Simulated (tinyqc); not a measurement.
p-n heterojunction, non-linear Poisson equation by Newton steps, Boltzmann statistics: two steps of the calculation.

One dimension, material 1 (p-type) at x < 0 and material 2 (n-type) at x > 0. Band edges: Ec = -psi in material 1 and -psi + dEc in material 2, Ev = Ec - Eg. Flat quasi-Fermi levels: 0 for holes, +V for electrons. n = Nc F((EFn - Ec)/Vt), p = Nv F((Ev - EFp)/Vt), with F(eta) = exp(eta) (Boltzmann statistics); full ionisation, no interface charge, classical densities; the doping types are chosen for the exercise.

Inputs (values chosen for the exercise); band and dielectric values close to those of In0.53Ga0.47As and InAlAs:

| symbol | value | unit | meaning |
|---|---|---|---|
| T | 300 | K | temperature |
| Eg1 | 0.737 | eV | band gap of material 1 |
| er1 | 14.1 |  | relative permittivity of material 1 |
| Nc1 | 2.12e17 | cm^-3 | conduction-band density of states of material 1 |
| Nv1 | 7.65e18 | cm^-3 | valence-band density of states of material 1 |
| Eg2 | 1.44 | eV | band gap of material 2 |
| er2 | 12.4 |  | relative permittivity of material 2 |
| Nc2 | 4.93e17 | cm^-3 | conduction-band density of states of material 2 |
| Nv2 | 9.83e18 | cm^-3 | valence-band density of states of material 2 |
| dEc | 0.51 | eV | conduction-band offset Ec2 - Ec1 |
| N1 | 5.1e16 | cm^-3 | acceptor density of material 1 |
| N2 | 5.8e16 | cm^-3 | donor density of material 2 |
| V | 0 | V | bias of side 1 against side 2 |

Constants: q = 1.602176634e-19 C, kB = 1.380649e-23 J/K, Vt = kB T/q, eps0 = 8.8541878128e-14 F/cm where lengths are in cm. Results are converted to the units shown.

Task 1. Band edges, densities and displacement. Ec, Ev, n and p as defined; D = a_k (psi_(k+1) - psi_k) on the interval that holds the interface.

x, node 0 to 11 (nm): [-330, -234, -158, -98.2, -51.4, -14.5, 14.5, 50, 93.4, 146, 211, 291]
converged psi, node 0 to 11 (V): [-0.60746506, -0.60728448, -0.60416382, -0.56984941, -0.41783639, -0.19697300, 0.05546844, 0.28741522, 0.42629073, 0.45218875, 0.45453044, 0.45467501]
material, node 0 to 11: [1, 1, 1, 1, 1, 1, 2, 2, 2, 2, 2, 2]
coupling a_i, interval 0 to 10 (F/cm^2): [1.3004588e-7, 1.6426848e-7, 2.0876931e-7, 2.6676079e-7, 3.3833075e-7, 4.0287995e-7, 3.0927304e-7, 2.5297679e-7, 2.0872990e-7, 1.6891066e-7, 1.3723991e-7]

Give: Ec; Ev; n; p; D.

Result 1.

Ec, node 0 to 11 (eV): [0.60747, 0.60728, 0.60416, 0.56985, 0.41784, 0.19697, 0.45453, 0.22258, 0.08371, 0.05781, 0.05547, 0.05532]
Ev, node 0 to 11 (eV): [-0.1295, -0.1297, -0.1328, -0.1672, -0.3192, -0.5400, -0.9855, -1.2174, -1.3563, -1.3822, -1.3845, -1.3847]
n, node 0 to 11 (cm^-3): [1.3224e7, 1.3317e7, 1.5026e7, 5.6661e7, 2.0277e10, 1.0407e14, 1.1404e10, 8.9864e13, 1.9346e16, 5.2682e16, 5.7677e16, 5.8000e16]
p, node 0 to 11 (cm^-3): [5.1000e16, 5.0645e16, 4.4886e16, 1.1903e16, 3.3262e13, 6.4805e9, 273.79, 0.034744, 1.6139e-4, 5.9266e-5, 5.4133e-5, 5.3832e-5]
D = 101.70 nC/cm^2

Task 2. Check against the first integral. Exact first integral: on each side D^2/(2 eps0 er) = G, G = q [Vt (nI_j - nI_b) + Vt (pI_j - pI_b) - C (psi_j - psi_b)], with C = -N1 or +N2, b the neutral end of that side, and nI, pI the densities themselves. D is continuous, so er1 G1(psi_j) = er2 G2(psi_j) fixes psi_j. Ends from Nv1 F((-psi_L - Eg1)/Vt) = N1 and Nc2 F((V + psi_R - dEc)/Vt) = N2. D is counted positive when psi rises towards material 2.

Give: psi_j; D; psi_j - psi_L; psi_R - psi_j; Ec1 - EFn at the interface; Ec2 - EFn at the interface.

Result 2.

psi_j = -0.078899 V
D = 101.78 nC/cm^2
psi_j - psi_L = 0.52857 V
psi_R - psi_j = 0.53357 V
Ec1 - EFn at the interface = 0.078899 eV
Ec2 - EFn at the interface = 0.58890 eV

Material 2 takes 50.2 % of the bending.

Numbers from tinyqc (`OMP_NUM_THREADS=1 python tinyqc.py 2040099 2040100 out.jsonl`; about 0.02 s on one thread of a shared Intel Xeon 2.30GHz).
